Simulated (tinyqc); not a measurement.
Born-von Karman spring model of a cubic crystal with one atom per cell. From entropy S back to atomic mass M. Computed by tinyqc, a small Python program. Command: `OMP_NUM_THREADS=1 python tinyqc.py 3026063 3026064 out.jsonl springs inv`. One thread of a shared host (Intel(R) Xeon(R) Processor @ 2.30GHz), about 0.2 s of CPU time with the checks.

First neighbours lie at a (1,0,0) (6 of them), second at a (1,1,0) (12), with all permutations and signs; the volume per atom is Omega = a^3.

Inputs (values chosen for the exercise, for a model crystal):

| quantity | value | unit |
|---|---|---|
| radial spring k1L | 1.31 | eV/angstrom^2 |
| transverse spring k1T | 0.0029 | eV/angstrom^2 |
| radial spring k2L | 0.45 | eV/angstrom^2 |
| transverse spring k2T | 0.032 | eV/angstrom^2 |
| mesh divisions n | 6 | - |
| temperature T | 77 | K |

Lattice: sc.

Constants: nu for 1 eV/(angstrom^2 u) = 15.6333042 THz; h x 1 THz = 4.135667696 meV; k_B = 8.617333262e-05 eV/K; hbar^2/u = 4.18015928e-03 eV angstrom^2.

Method:
- A neighbour at R with unit vector n couples by the matrix K(R) = kL n n^T + kT (1 - n n^T), and D(q) = (1/M) sum_R K(R) [1 - cos(q.R)].
- An eigenvalue lambda of D in eV/(angstrom^2 u) gives nu = 15.6333042 THz x sqrt(lambda).
- Mesh: q = sum_i (m_i + 1/2)/n b_i, m_i = 0..n-1, with b = [[1.0, 0.0, 0.0], [0.0, 1.0, 0.0], [0.0, 0.0, 1.0]] in 2 pi/a; sums are averages over the n^3 points, per atom.
- With x = h nu/(k_B T) and n = 1/(exp(x) - 1) for each mode: F = k_B T [x/2 + ln(1 - exp(-x))], U = k_B T x (n + 1/2), S/k_B = x n - ln(1 - exp(-x)), C/k_B = x^2 n (n + 1).
- <u_x^2> = (1/3) sum over modes of hbar^2/(2 M h nu) coth(x/2); zero-point energy = sum h nu/2. <u_x^2> converges slowly with the mesh, from below, with an error of order 1/n.

Question. A run gave the result below. Find the atomic mass M, known to lie between 27 and 46 u.

entropy S = 0.4748995 k_B/atom

Answer.

Each step takes the trial c = (a f_b - b f_a)/(f_b - f_a), f being the result less the target and a, b, c the logarithms of the listed values; c replaces end b, the old b replaces a if the sign of f changed, and otherwise f_a is halved.

Scan of the range:

| atomic mass M (u) | entropy S (k_B/atom) |
|---|---|
| 27.0 | 0.401111 |
| 29.5 | 0.447773 |
| 32.2 | 0.497400 |
| 35.2 | 0.551469 |
| 38.5 | 0.609535 |
| 42.1 | 0.671128 |
| 46.0 | 0.735768 |

False position (Illinois rule, in the logarithm of the input) inside the bracket:

| step | end a | end b | trial | entropy S (k_B/atom) |
|---|---|---|---|---|
| 1 | 29.5000 | 32.2000 | 30.9465 | 0.474468 |
| 2 | 32.2000 | 30.9465 | 30.9696 | 0.474893 |
| 3 | 32.2000 | 30.9696 | 30.9703 | 0.474906 |
| 4 | 30.9696 | 30.9703 | 30.9700 | 0.474899 |

Entropy S rises at every point of a 13-point scan of the range (every second point is shown), so one value fits; it is bracketed by 29.5 and 32.2. Answer: atomic mass M = 30.97 u.

Caution: the mesh is too coarse for this temperature: four more divisions change S by over 1 %.
